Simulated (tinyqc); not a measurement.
Capacitance measurement on a leaky thin oxide: effects of series resistance and leakage: two steps of the calculation.

The device is a capacitance C in parallel with a leakage conductance G, in series with Rs and Ls. An impedance meter reports either a parallel pair (Cp, Gp) from Y = 1/Z = Gp + i w Cp or a series pair (Cs, Rm) from Z = Rm + 1/(i w Cs); w = 2 pi f, dissipation D = Gp/(w |Cp|).

Values chosen for this exercise; values of the order met in thin-oxide MOS capacitors:
```
symbol   value    unit                                                                 meaning
eox       7.44          relative permittivity of the gate insulator (close to silicon nitride)
tox        1.8      nm                                                     insulator thickness
A         2500    um^2                                                               gate area
zc        0.45      nm              oxide-equivalent thickness added by the accumulation layer
zp           0      nm                      oxide-equivalent thickness added by gate depletion
Jg      0.0087  A/cm^2              gate leakage current density, not matched to the thickness
Vs        0.34       V                               voltage for an e-fold rise of the leakage
Rs         340     ohm                                                       series resistance
Ls           0      nH                                                       series inductance
f          1e5      Hz                                                     measuring frequency
```

Constants: eps0 = 8.8541878128e-14 F/cm where lengths are in cm. Results are converted to the units shown.

Task 1. True capacitance and conductance. EOT = 3.9 tox/eox; CET = EOT + zc + zp; C = 3.9 eps0 A/CET; G = Jg A/Vs.

Wanted: EOT; CET; C; G.

Result 1.

EOT = 0.9435 nm
CET = 1.394 nm
C = 61.95 pF
G = 0.6397 uS

Task 2. What the meter reports. Z = Rs + i w Ls + 1/(G + i w C).

C = 61.948571 pF
G = 0.63970588 uS

Give: Z; Cp; Gp; Cs; D.

Result 2.

Z = (0.076-2.568i) x 1e4 ohm
Cp = 61.91 pF
Gp = 1.154 uS
Cs = 61.97 pF
D = 0.02967

Cp is 0.061 % below C and Cs is 0.027 % above it; G Rs = 2.18e-4, w C Rs = 0.0132 and G/(w C) = 0.0164.

Computed by the program tinyqc: `OMP_NUM_THREADS=1 python tinyqc.py 2022109 2022110 out.jsonl`, one thread of a shared Intel Xeon 2.30GHz, about 0.01 s for the whole run.
